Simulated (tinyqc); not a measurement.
Active against total: solid solubility of a dopant against its melt (retrograde solidus), clustering and the electrically active fraction. Computed by tinyqc, a small Python program. Command: `OMP_NUM_THREADS=1 python tinyqc.py 3001602 3001603 out.jsonl retro walk`. One thread of a shared host (Intel(R) Xeon(R) Processor @ 2.30GHz), about 0.01 s of CPU time with the checks.

Inputs (values chosen for the exercise, of the order of those of copper in silicon for the solubility):

| quantity | value | unit |
|---|---|---|
| atoms per cluster m | 2 | - |
| cluster scale N* at 1273 K | 1.6e+20 | 1/cm^3 |
| activation energy E_b of the cluster scale | 0.39 | eV |
| anneal temperature T_a | 1125 | K |

Clustering: clusters of m atoms, electrons left out.

Constants: k_B = 8.617333262e-05 eV/K.

Method. A highly soluble donor (another dopant than that of the solidus) is limited by clustering. Donors N_a are active, and clusters hold m atoms each: N_t = N_a + m C, m C = N* (N_a/N*)^m, with N*(T) = N*(1273 K) exp[-(E_b/k_B)(1/T - 1/1273)].

Active density (1/cm^3):

| N_t (1/cm^3) | N_a at T_a | fraction | N_a at T_a + 150 K | N_a at T_a - 150 K |
|---|---|---|---|---|
| 1.00e+19 | 9.1624e+18 | 0.91624 | 9.4455e+18 | 8.6226e+18 |
| 3.00e+19 | 2.4171e+19 | 0.80570 | 2.5848e+19 | 2.1464e+19 |
| 1.00e+20 | 6.1843e+19 | 0.61843 | 6.9757e+19 | 5.1281e+19 |
| 2.00e+20 | 1.0008e+20 | 0.50038 | 1.1615e+20 | 8.0360e+19 |
| 5.00e+20 | 1.7929e+20 | 0.35858 | 2.1437e+20 | 1.3950e+20 |
| 1.00e+21 | 2.7042e+20 | 0.27042 | 3.2866e+20 | 2.0690e+20 |
| 2.00e+21 | 4.0041e+20 | 0.20020 | 4.9249e+20 | 3.0268e+20 |
| 5.00e+21 | 6.5958e+20 | 0.13192 | 8.2008e+20 | 4.9322e+20 |

What does the comparison show, and why?

The exponent d ln N_a/d ln N_t falls from 0.88 to 0.54, towards 1/m = 0.500. At the highest dose a 150 K hotter anneal gives 1.24 times the active density, and a later step 150 K cooler would cut it to 0.75 if it ran to equilibrium: short hot anneals come last. For ionised donors far above n_i the electrons enter the mass action too and halve the limiting exponent.

Extremes, crossings and ranges named in words are read from the listed rows.
